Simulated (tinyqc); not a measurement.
Lossy interposer transmission line with skin effect: two steps of the calculation.

A uniform line in a homogeneous dielectric: c = sqrt(er)/(c0 Z0), l = Z0 sqrt(er)/c0 (c0 = 299792458 m/s), g = w c td, w = 2 pi f. The resistance joins its limits as r = sqrt(r_dc^2 + r_hf^2), with r_dc = rho/(wd th), r_hf = kr rho/(2 delta (wd + th)), delta = sqrt(rho/(pi f mu0)), mu0 = 4 pi 1e-7 H/m; this is an interpolation, and internal inductance, up to 0.05 nH/mm at low frequency, is neglected.

Inputs (values chosen for the exercise): width of the strip wd = 7.8 um; thickness of the strip th = 0.8 um; resistivity rho = 1.8 uohm cm; relative permittivity er = 3.9; loss tangent td = 0; lossless impedance sqrt(l/c) Z0 = 50 ohm; factor for crowding and the return path kr = 1.2; source resistance Rg = 25 ohm; load resistance RL = 1000 ohm; load capacitance CL = 20 fF; frequency f = 0.29 GHz.

Question 1. Line constants. delta, r_dc, r_hf, r, l, c and g as defined.

Wanted: delta; r_dc; r_hf; r; l; c; g.

Answer 1.

delta = 3.9651 um
r_dc = 2.8846 ohm/mm
r_hf = 0.31671 ohm/mm
r = 2.9020 ohm/mm
l = 0.32937 nH/mm
c = 131.75 pF/m
g = 0 S/m

r is 1.01 times r_dc; the skin depth is 4.96 of the thickness.

Question 2. Reflection, input impedance and transfer. ZL = 1/(1/RL + i w CL); reflection (ZL - Zc)/(ZL + Zc); Zin = Zc (ZL + Zc tanh(gamma len))/(Zc + ZL tanh(gamma len)); H = V_load/V_source = [Zin/(Zin + Rg)]/[cosh(gamma len) + (Zc/ZL) sinh(gamma len)].

gamma len = 0.13305245+0.16338444i
Zc = 86.151757-70.157860i ohm

Find: ZL; reflection at the load; Zin; H; |H|.

Answer 2.

ZL = 998.7-36.4i ohm
reflection at the load = 0.8301+0.1127i
Zin = 220.6-410.8i ohm
H = 0.9540-0.0697i
|H| = -0.3858 dB

Program tinyqc, `OMP_NUM_THREADS=1 python tinyqc.py 2810185 2810186 out.jsonl`; Intel Xeon 2.30GHz, shared host, one thread, about 0.01 s.
